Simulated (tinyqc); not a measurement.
# Worked calculation: one-diode model of a solar cell

Computed by the program tinyqc: `OMP_NUM_THREADS=1 python tinyqc.py 2280012 2280013 out.jsonl`, one thread of a shared Intel Xeon 2.30GHz, about 0.01 s for the whole run. Printed values are rounded.

J is the current delivered and Vj = V + J Rs the junction voltage. J = X JL - J01 (exp(Vj/(n1 Vt)) - 1) - Vj/Rp. The photocurrent does not depend on voltage.

Parameters, values chosen for the exercise; values of the order met in cells of germanium: temperature T = 298.15 K; photocurrent at one sun JL = 47.1 mA/cm^2; concentration X = 50 suns; saturation current of the diode J01 = 2.5e-5 A/cm^2; ideality factor of the diode n1 = 1.11; series resistance Rs = 0.01 ohm cm^2; shunt resistance Rp = 100 ohm cm^2; incident power at one sun Pin = 100 mW/cm^2.

Constants: q = 1.602176634e-19 C, kB = 1.380649e-23 J/K, Vt = kB T/q. Results are converted to the units shown.

## Starting value

Vj = n1 Vt ln(X JL/J01), the open-circuit voltage of the J01 term alone.

Vj at the start = 0.326630 V

## Iteration 1: new Vj

Open circuit: J(Vj) = 0. G = -dJ/dVj = J01 exp(Vj/(n1 Vt))/(n1 Vt) + 1/Rp. Vj(new) = Vj + J/G.

J = -3.24130 mA/cm^2
G = 82.5872 S/cm^2
Vj after iteration 1 = 0.326591 V

## Iteration 2: new Vj

As before.

J = -0.00222902 mA/cm^2
G = 82.4737 S/cm^2
Vj after iteration 2 = 0.326591 V

## Course of the iteration

Stop when the step is below 1e-10 V, or after 80 iterations.

Course of the iteration:
```
iteration  Vj before the step (V)   step (V)
1                        0.326630   -3.92e-5
2                        0.326591   -2.70e-8
3                        0.326591  -1.28e-14
```

Converged in 3 iterations.

## Figures of merit

Jsc at V = 0, Voc at J = 0, the maximum power point where J (1 + 2 Rs G) = G Vj with G = -dJ/dVj; FF = Vmp Jmp/(Voc Jsc); efficiency Vmp Jmp/(X Pin). Empirical fill factor without parasitics FF0 = (v - ln(v + 0.72))/(v + 1), v = Voc/(n1 Vt).

Jsc = 2354.73 mA/cm^2
Voc = 0.326591 V
Vmp = 0.243654 V
Jmp = 2085.69 mA/cm^2
FF = 0.660810
efficiency = 10.1637 %
FF0 = 0.718987

FF is 8.1 % below FF0. Removing one loss at a time changes the efficiency by: series resistance +0.89, shunt +0.01 points.
